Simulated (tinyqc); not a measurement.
Ion-assisted plasma etching: sheath, surface coverage, synergy and aspect-ratio dependence: one step, computed by the program tinyqc. Command: `OMP_NUM_THREADS=1 python tinyqc.py 3016156 3016157 out.jsonl etch walk`. One thread of a shared host (Intel(R) Xeon(R) Processor @ 2.30GHz), about 0.04 s of CPU time with the checks.

Radicals adsorb on bare sites; ions remove covered sites with a high yield and bare sites by sputtering; a slow spontaneous reaction acts everywhere, walls included.

Question. Fluxes. Bohm speed u_B = sqrt(e T_e/M_i); ion flux G_i = 0.61 n_e u_B; radical flux G_n = n c/4 with c = sqrt(8 k_B T_g/(pi M_n)).

Inputs (values chosen for the exercise, close to those used for silicon dioxide in a fluorocarbon plasma):

| quantity | value | unit |
|---|---|---|
| plasma density n_e | 1.4e+11 | 1/cm^3 |
| electron temperature T_e | 2.9 | eV |
| ion mass M_i | 50 | u |
| radical density n | 1.6e+12 | 1/cm^3 |
| radical mass M_n | 31 | u |
| gas temperature T_g | 300 | K |

Feature: round hole.

Constants: e = 1.602176634e-19 C; u = 1.6605390666e-27 kg; k_B = 1.380649e-23 J/K.

Give: Bohm speed; ion flux G_i; radical speed c; radical flux G_n; flux ratio G_n/G_i.

Answer.

Bohm speed = 2.366e+05 cm/s

ion flux G_i = 2.020e+16 1/(cm^2 s)

radical speed c = 45265 cm/s

radical flux G_n = 1.811e+16 1/(cm^2 s)

flux ratio G_n/G_i = 0.8962
